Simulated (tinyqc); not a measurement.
Energy against coordination: Gupta-type many-body potential for a metal. Computed by tinyqc, a small Python program. Command: `OMP_NUM_THREADS=1 python tinyqc.py 3000927 3000928 out.jsonl gupta walk`. One thread of a shared host (Intel(R) Xeon(R) Processor @ 2.30GHz), about 0.01 s of CPU time with the checks.

E_i = sum_j A exp(-p (r_ij/r0 - 1)) - xi rho_i^gamma, with rho_i = sum_j exp(-2 q (r_ij/r0 - 1)); gamma = 1/2 is the tight-binding second-moment form. The crystal is fcc unless stated; d is the neighbour distance and a fixed number of shells is kept.

Inputs (values chosen for the exercise, modelled on nickel): repulsion A = 0.0372 eV; hopping xi = 1.1 eV; decay p = 16.8; decay q = 1.19; reference distance r0 = 2.491 angstrom; embedding exponent gamma = 0.5.

Method. Nearest neighbours only, z equal bonds relaxed to their best length: r/r0 = 1 + ln[A p z^(1 - gamma)/(2 q gamma xi)]/(p - 2 q gamma), E = z A exp(-p (r/r0 - 1)) - xi [z exp(-2 q (r/r0 - 1))]^gamma.

Relaxed bonds:
```
z   r (angstrom)  E per atom (eV)  E/z (eV)
1         2.3730          -1.0813   -1.0813
2         2.4283          -1.4894   -0.7447
3         2.4607          -1.7961   -0.5987
4         2.4836          -2.0514   -0.5128
6         2.5160          -2.4739   -0.4123
8         2.5389          -2.8254   -0.3532
9         2.5483          -2.9834   -0.3315
12        2.5713          -3.4074   -0.2839
```

What does the comparison show, and why?

Bonds lengthen from 2.373 to 2.571 angstrom between z = 1 and 12, and |E| grows as z^0.462, the exponent gamma (p - 2q)/(p - 2 q gamma) = 0.462; pair bonds would give z^1 at a fixed length.

Extremes, crossings and ranges named in words are read from the listed rows.
